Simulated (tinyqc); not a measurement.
# Front-illuminated p-i-n photodiode, quantum efficiency and bandwidth: efficiency and bandwidth against the thickness of the depleted layer

Light enters through a p layer (0 to xp), a depleted layer (xp to xp + wi) and a thick n substrate, decaying as exp(-al x); one pass, no back reflection. Carriers made in the depleted layer are all collected; those in the neutral layers diffuse.

k = al Ln, s = S Ln/Dn, e = exp(-al xp); front layer f1 = (k/(k^2 - 1)) {[s + k - e (s cosh(xp/Ln) + sinh(xp/Ln))]/[s sinh(xp/Ln) + cosh(xp/Ln)] - k e}; depleted layer f2 = e (1 - exp(-al wi)); substrate f3 = e exp(-al wi) al Lp/(1 + al Lp); external efficiency (1 - Rf)(f1 + f2 + f3); responsivity = efficiency q lam/(h c). Drift response for pairs made in the depleted layer, a = al wi, g = 1 - exp(-a), u = 2 pi i f, te = wi/ve, th = wi/vh: electrons He = [g - a (exp(-a) - exp(-u te))/(u te - a)]/(u te g), holes Hh = [g - a (1 - exp(-a - u th))/(a + u th)]/(u th g); C = eps0 eps_r pi (dia/2)^2/wi + Cp; total |He + Hh|/sqrt(1 + (2 pi f RL C)^2), for the current of the depleted layer alone. Limits are the frequencies at which each factor falls to 1/sqrt(2); inverse-square sum (f_transit^-2 + f_RC^-2)^(-1/2); the diffusion currents f1 and f3 are left out of the bandwidth.

Parameters, values chosen for the exercise; values close to those of germanium at this wavelength: wavelength lam = 1550 nm; absorption coefficient al = 1490 1/cm; reflectance of the front face Rf = 0.1; relative permittivity eps_r = 16.2; thickness of the front p layer xp = 0.065 um; electron diffusion coefficient in the p layer Dn = 12 cm^2/s; electron diffusion length in the p layer Ln = 0.38 um; recombination velocity of the front surface S = 2e6 cm/s; hole diffusion length in the thick n substrate Lp = 74 um; electron drift velocity ve = 5.75e6 cm/s; hole drift velocity vh = 4.2e6 cm/s; diameter dia = 24 um; load resistance RL = 50 ohm; parasitic capacitance Cp = 20 fF.

Constants: q = 1.602176634e-19 C, h = 6.62607015e-34 J s, c = 299792458 m/s, eps0 = 8.8541878128e-14 F/cm where lengths are in cm. Results are converted to the units shown.

Results:

| wi (um) | f2 | f1 + f3 | responsivity (A/W) | transit limit (GHz) | RC limit (GHz) | 3 dB bandwidth (GHz) | inverse-square sum (GHz) | bandwidth x (1 - Rf) f2 (GHz) |
|---|---|---|---|---|---|---|---|---|
| 0.64 | 0.09008 | 0.8325 | 1.038 | 41.36 | 26.22 | 21.35 | 22.15 | 1.731 |
| 1.1 | 0.1497 | 0.7778 | 1.044 | 24.16 | 40.30 | 19.96 | 20.72 | 2.690 |
| 1.8 | 0.2330 | 0.7015 | 1.051 | 14.85 | 56.79 | 14.18 | 14.36 | 2.974 |
| 3 | 0.3570 | 0.5878 | 1.063 | 8.994 | 76.46 | 8.906 | 8.932 | 2.861 |
| 8.6 | 0.7154 | 0.2592 | 1.097 | 3.252 | 115.6 | 3.251 | 3.251 | 2.093 |
| 14 | 0.8674 | 0.1198 | 1.111 | 2.039 | 129.2 | 2.038 | 2.038 | 1.591 |
| 24 | 0.9626 | 0.03250 | 1.120 | 1.196 | 140.2 | 1.196 | 1.196 | 1.037 |
| 41 | 0.9882 | 0.009107 | 1.122 | 0.6804 | 147.5 | 0.6804 | 0.6804 | 0.6051 |

Estimate the missing row, wi = 5.1 um.

Computed row:

| wi (um) | f2 | f1 + f3 | responsivity (A/W) | transit limit (GHz) | RC limit (GHz) | 3 dB bandwidth (GHz) | inverse-square sum (GHz) | bandwidth x (1 - Rf) f2 (GHz) |
|---|---|---|---|---|---|---|---|---|
| 5.1 | 0.5272 | 0.4318 | 1.079 | 5.372 | 97.27 | 5.360 | 5.364 | 2.543 |

With this row back in the table: As wi goes from 0.64 to 41, the responsivity rises from 1.04 to 1.12 A/W and the bandwidth falls from 21.3 to 0.680 GHz. The RC limit is the lower one for wi = 0.64, the transit limit elsewhere. Adding inverse squares of the two limits is within 3.8 % of the full result. The product of bandwidth and fast efficiency goes from 1.73 through a maximum of 2.97 (at wi = 1.8 among the rows listed) to 0.605 GHz. For wi = 0.64, 1.1, 1.8, 3, 5.1, 8.6 the diffusion currents exceed 0.3 of the drift current; their own response times, left out, may then shape the whole response.

Computed by the program tinyqc: `OMP_NUM_THREADS=1 python tinyqc.py 2250006 2250007 out.jsonl`, one thread of a shared Intel Xeon 2.30GHz, about 0.01 s for the whole run.
